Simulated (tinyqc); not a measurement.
Narrowing against degeneracy: heavy doping: gap narrowing, degeneracy and the minority density.

F_j(eta) = (1/Gamma(j + 1)) integral_0^infinity x^j dx/(1 + exp(x - eta)), which tends to exp(eta) for eta << 0.

Empirical narrowing (Slotboom form, constants chosen for the exercise; published fits of this form give the apparent narrowing, here it is taken as the true one): dEg = E0 [ln(N/N0) + sqrt(ln(N/N0)^2 + C)].

Majority: N = Nc F_1/2(eta), eta the distance of EF beyond the majority band edge in kT. Degeneracy factor gam = F_1/2(eta)/exp(eta). ni0^2 = Nc Nv exp(-Eg/kT); product n p = ni0^2 gam exp(dEg/kT), dEg the true narrowing; apparent narrowing dEa = dEg + kT ln gam; minority density = n p/N.

Constants: kB = 8.617333262e-05 eV/K.

Values chosen for the exercise (gap and densities of states near those of Si at this temperature; narrowing constants near the fits for Si; not measured data):
- Eg = 1.14 eV (gap)
- Nc = 2.1e+19 1/cm^3 (conduction-band density of states)
- Nv = 8.59e+18 1/cm^3 (valence-band density of states)
- T = 250 K
- E0 = 7.43 meV (narrowing scale)
- N0 = 1.5e+17 1/cm^3 (onset density)
- C = 0.5 (smoothing constant)

N takes the values listed; the last column is N over the factor gam exp(dEg/kT), the doping that a simple model would need to give the same minority density.

Results:
```
N (1/cm^3)    eta      gam  dEg (meV)  dEa (meV)  minority (1/cm^3)  effective doping (1/cm^3)
6.0e+16     -5.86    0.999        1.8        1.8             0.0341                   5.53e+16
2.0e+17     -4.65    0.997        7.8        7.7             0.0135                   1.40e+17
6.0e+17     -3.55    0.990       21.9       21.6            0.00857                   2.20e+17
2.0e+18     -2.32    0.967       39.2       38.5            0.00561                   3.35e+17
6.0e+18     -1.15    0.904       55.3       53.1            0.00370                   5.09e+17
2.0e+19      0.28    0.717       73.1       65.9            0.00201                   9.38e+17
6.0e+19      2.02    0.378       89.3       68.4           0.000750                   2.51e+18
2.0e+20      5.27   0.0489      107.2       42.2           6.67e-05                   2.82e+19
4.0e+20      8.53  0.00378      117.5       -2.7           4.15e-06                   4.54e+20
```

dEg grows steadily to 117.5 meV, while the apparent value peaks at 68.4 meV for N = 6e+19 and falls to -2.7 meV as the Fermi level enters the band (a negative value is not met in measurements: parabolic bands with a fixed mass overstate the filling). N grows by a factor 33 from the third to the sixth row and the effective doping by 4.3: net of degeneracy, narrowing takes away 87 % of the factor gained by heavier doping.

(tinyqc, `OMP_NUM_THREADS=1 python tinyqc.py 1650980 1650981 out.jsonl`, Intel(R) Xeon(R) Processor @ 2.30GHz, 1 thread, shared host, about 0.01 s.)
